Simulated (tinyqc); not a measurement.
Worked calculation: Hueckel theory of the pi electrons with the omega technique, for the molecule [CH2]c1cccc(Cl)c1 (SMILES; centres numbered as the heavy atoms are written). One step of it, computed by the program tinyqc.

Question. Orbitals, round 2. Diagonalise; E = alpha + x beta with beta < 0, so the largest x are filled first; degenerate levels share their electrons. P = sum n_i c_ri c_si; each orbital has its largest coefficient positive (the first on a tie).

matrix after round 1:
```
            1C        2C         3C        4C         5C        6C       7Cl         8C
1C   -0.000195  1.000000   0.000000  0.000000   0.000000  0.000000  0.000000   0.000000
2C    1.000000  0.000076   1.000000  0.000000   0.000000  0.000000  0.000000   1.000000
3C    0.000000  1.000000  -0.001544  1.000000   0.000000  0.000000  0.000000   0.000000
4C    0.000000  0.000000   1.000000  0.000175   1.000000  0.000000  0.000000   0.000000
5C    0.000000  0.000000   0.000000  1.000000  -0.002345  1.000000  0.000000   0.000000
6C    0.000000  0.000000   0.000000  0.000000   1.000000  0.003331  0.390000   1.000000
7Cl   0.000000  0.000000   0.000000  0.000000   0.000000  0.390000  2.114001   0.000000
8C    0.000000  1.000000   0.000000  0.000000   0.000000  1.000000  0.000000  -0.003498
```

pi electrons, sum of z_r less the charge = 9

Give: x values; occupations; coefficients; charge and bond-order matrix P.

Answer.

x values: 2.286  2.004  1.240  0.965  -0.001  -1.012  -1.266  -2.106

occupations: 2.000  2.000  2.000  2.000  1.000  0.000  0.000  0.000

coefficients:
```
       MO1     MO2     MO3     MO4     MO5     MO6     MO7     MO8
1C   0.104  -0.229  -0.388  -0.029   0.756   0.011  -0.397  -0.236
2C   0.238  -0.459  -0.482  -0.028  -0.001  -0.011   0.503   0.497
3C   0.183  -0.382  -0.058  -0.498  -0.378  -0.496  -0.132  -0.403
4C   0.182  -0.307   0.409  -0.453   0.001   0.513  -0.336   0.352
5C   0.232  -0.233   0.566   0.060   0.378  -0.023   0.557  -0.338
6C   0.349  -0.160   0.294   0.512   0.000  -0.490  -0.368   0.360
7Cl  0.791   0.567  -0.131  -0.174   0.000   0.061   0.042  -0.033
8C   0.256  -0.309  -0.151   0.500  -0.378   0.496  -0.107  -0.407
```

charge and bond-order matrix P:
```
         1C      2C      3C      4C      5C      6C     7Cl      8C
1C    1.001   0.635   0.001  -0.113  -0.002  -0.112   0.017  -0.003
2C    0.635   1.000   0.522  -0.001  -0.224   0.002  -0.008   0.523
3C    0.001   0.522   1.004   0.705  -0.006  -0.293   0.045  -0.007
4C   -0.113  -0.001   0.705   1.000   0.636   0.002  -0.011  -0.294
5C   -0.002  -0.224  -0.006   0.636   1.006   0.631  -0.067   0.009
6C   -0.112   0.002  -0.293   0.002   0.631   0.991   0.115   0.700
7Cl   0.017  -0.008   0.045  -0.011  -0.067   0.115   1.987  -0.079
8C   -0.003   0.523  -0.007  -0.294   0.009   0.700  -0.079   1.009
```
